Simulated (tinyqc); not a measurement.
Starting guesses with plain Roothaan steps: SCF starting guesses in the sto-3g basis, for BeH, spin multiplicity 2. Computed by the program tinyqc with PySCF. 

Geometry (angstrom):
```
atom       x       y       z
Be    0.0000  0.0000  0.0000
H     0.0000  0.0000  2.6520
```

lowest solution found by these runs and by PySCF with stability checks = -14.824096 hartree

UHF with one setting changed at a time; a run stops when the energy changes by less than 1e-09 hartree and the error matrix is below 1e-5. Starts: the lowest orbitals of the core Hamiltonian, of the Wolfsberg-Helmholz matrix (K = 1.75), projected atomic densities, random orbitals, and the highest orbitals of the core Hamiltonian (a deliberately bad start).

Largest element of the error matrix X^T (FDS - SDF) X:
```
iteration     core  Wolfsberg-Helmholz  atomic densities   random  highest core orbitals
1          8.6e-02             2.0e-01           2.9e-02  1.4e+00                2.2e-02
2          1.2e-01             8.6e-02           6.8e-02  1.8e-01                1.9e-01
3          1.2e-01             1.2e-01           2.8e-02  7.4e-02                8.5e-02
4          7.3e-02             9.5e-02           1.1e-02  5.1e-02                1.3e-01
5          6.7e-02             6.1e-02           7.7e-03  5.1e-02                1.3e-01
6          5.1e-02             2.9e-02           7.4e-03  5.8e-02                1.9e-01
8          1.5e-02             4.2e-03           7.0e-03  4.1e-02                6.6e-02
10         3.1e-03             1.2e-03           6.5e-03  1.1e-02                1.8e-02
14         6.3e-04             1.9e-04           4.9e-03  8.8e-04                3.7e-03
20         2.1e-04             1.1e-05           2.4e-03  5.2e-04                1.6e-03
30         3.4e-05                   -           4.7e-04  3.6e-04                2.9e-04
45               -                   -           3.3e-05  2.3e-04                2.0e-05
60               -                   -                 -  1.4e-04                      -
```

How each run ends:
```
run                    iterations  E (hartree)                                                        state
core                           38   -14.824096                                                 lowest found
Wolfsberg-Helmholz             21   -14.756793                                                       higher
atomic densities               52   -14.824096                                                 lowest found
random                        >60   -14.824093  falls steadily but slowly, by a factor of about 0.97 a step
highest core orbitals          50   -14.824096                                                 lowest found
```

3 of 5 runs reach the lowest solution found, in 38 to 52 iterations (fastest: core). Ending on a higher stationary point: Wolfsberg-Helmholz; a small error matrix cannot reveal that, and an occupation fixed by the start is kept by symmetry or by the shape of the basin. Not converged: random. The first errors are 9e-02, 2e-01, 3e-02, 1e+00, 2e-02; the deliberately bad start has the smallest one, so a small first error does not mark a good start.
